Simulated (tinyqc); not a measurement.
Hot electrons in a saturated n-channel MOSFET, lucky-electron model: two steps of the calculation.

Beyond pinch-off the lateral field grows as Esat cosh(y/l) over the velocity-saturated region (pseudo-two-dimensional model). Impact ionisation in this region gives the substrate current, which biases the body forward through Rsub. Currents are per width. Local-field laws: they overstate ionisation when the field peak is narrower than an energy relaxation length.

Values chosen for this exercise; values close to those of silicon n-channel devices:
- L = 1.2 um (channel length)
- tox = 25 nm (oxide thickness)
- xj = 490 nm (junction depth)
- mu = 320 cm^2/(V s) (effective mobility)
- vs = 8.4e6 cm/s (saturation velocity)
- lm = 7.9 nm (hot-electron mean free path)
- pb = 3.2 V (oxide barrier)
- Cg = 0.0019 (prefactor of the gate current)
- m = 3 (lifetime exponent)
- Hl = 730 s uA/um (lifetime constant)

Constants: eps0 = 8.8541878128e-14 F/cm where lengths are in cm. Results are converted to the units shown.

Task 1. Length and field scales. Cox = 3.9 eps0/tox, l = sqrt(3 tox xj), Esat = 2 vs/mu.

Wanted: Cox; l; Esat; Esat L.

Result 1.

Cox = 0.13813 uF/cm^2
l = 191.70 nm
Esat = 0.052500 MV/cm
Esat L = 6.3000 V

Task 2. Gate current, lifetime and channel shortening. Ig = Cg Id exp(-pb/(lm Em)); lifetime tau = (Hl/Id)(Isub/Id)^(-m); length of the saturated region dL = l ln[(dV/l + Em)/Esat]. 1 year = 3.15576e7 s.

Id = 84.682792 uA/um
dV = 3.5304936 V
Em = 0.19150181 MV/cm
Isub = 0.081324090 uA/um
l = 191.70290 nm
Esat = 0.0525 MV/cm

Wanted: Isub/Id; Ig; tau; dL.

Result 2.

Isub/Id = 9.603e-4
Ig = 1.048e-4 pA/um
tau = 308.4 years
dL = 377.3 nm

The lifetime exceeds ten years.

Program tinyqc, `OMP_NUM_THREADS=1 python tinyqc.py 2550095 2550096 out.jsonl`; Intel Xeon 2.30GHz, shared host, one thread, about 0.01 s.
